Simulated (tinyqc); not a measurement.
Voltage acceleration of oxide breakdown, four models on the same data: two steps of the calculation.

Field E = V/tox in MV/cm. Models: ln(t63/1 s) = a - c X with X = E (E model), -1/E (1/E model), ln V (power law, c the exponent n) or sqrt(E).

Parameters, values chosen for the exercise: oxide thickness tox = 5.7 nm; use voltage Vu = 3.4 V; stress temperature Ts = 423 K; use temperature Tu = 378 K; activation energy Ea = 0.86 eV; factor for area and percentile ks = 5.7e-6.

Constants: q = 1.602176634e-19 C, kB = 1.380649e-23 J/K. Results are converted to the units shown.

Question 1. Fitting the models. The three stress times were made with the power model, c = 38.7, and are treated as data. For each model fit ln t63 on X by least squares over the three points.

```
stress  V (V)  t63 (s)
0        5.75    35290
1         6.6      170
2        7.98   0.1095
```

Wanted: c; a; largest misfit in ln t63 (0: below 0.002).

Answer 1.

```
model        c        a  largest misfit in ln t63 (0: below 0.002)
E       3.2220   42.771                                    0.32793
1/E     458.80  -34.827                                    0.33909
power   38.699   78.164                                    0.00000
sqrt E  22.368   81.417                                    0.16592
```

The worst misfit of any model is 0.34 in ln t63, a factor of 1.40 in time, comparable to the scatter of t63 from small samples, so such data hardly tell the models apart.

Question 2. Projection to use conditions. Project to Vu, multiply by exp[(Ea q/kB)(1/Tu - 1/Ts)] and by ks; ten years are 3.15576e8 s. The largest voltage for ten years solves the same relation for V.

```
model           c           a
E       3.2219689   42.770738
1/E     458.80403  -34.827274
power   38.699057   78.163694
sqrt E  22.368460   81.416783
```

Wanted: temperature factor; lifetime; largest voltage for ten years.

Answer 2.

temperature factor = 16.588

```
model   lifetime (years)  largest voltage for ten years (V)
E               0.050707                             2.4652
1/E             5.7013e6                             4.1078
power             71.598                             3.5774
sqrt E            1.2869                             3.1496
```

The lifetimes span 8.05 decades, from the E model (most cautious) to the 1/E model; the allowed voltage spans 2.47 to 4.11 V. 2 of the four models pass ten years at Vu. Lifetimes beyond a thousand years are formal extrapolations.

Range of the model: All four laws are empirical fits; none is established far below the stress range.

tinyqc, about 0.01 s, one thread, Intel Xeon 2.30GHz (shared host): `OMP_NUM_THREADS=1 python tinyqc.py 2070064 2070065 out.jsonl`
